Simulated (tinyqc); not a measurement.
Polytypes and stacking faults of a tetrahedral semiconductor in an axial Ising model with couplings up to third neighbours: one step, computed by the program tinyqc.

Each double layer has s = +1 or -1 for the sense of its stacking step; E per pair of atoms = E0 - sum_n J_n <s_i s_(i+n)>, n = 1, 2, 3. Hexagonality h = (1 - <s_i s_(i+1)>)/2.

Task: Back from three energies to J1, J2, J3. With d2, d4, d6 the energies of 2H, 4H, 6H over 3C: d2 = 2 J1 + 2 J3, d4 = J1 + 2 J2 + J3, d6 = (2/3) J1 + (4/3) J2 + 2 J3, so J2 = (d4 - d2/2)/2, J3 = (3/4)(d6 - (2/3) d4), J1 = d2/2 - J3.

E(2H) - E(3C) = -11.686 meV/pair

E(6H) - E(3C) = -4.260667 meV/pair

E(4H) - E(3C) = -6.565 meV/pair

Give: J1 recovered; J2 recovered; J3 recovered.

Result:

J1 recovered = -5.93 meV/pair

J2 recovered = -0.361 meV/pair

J3 recovered = 0.08700 meV/pair
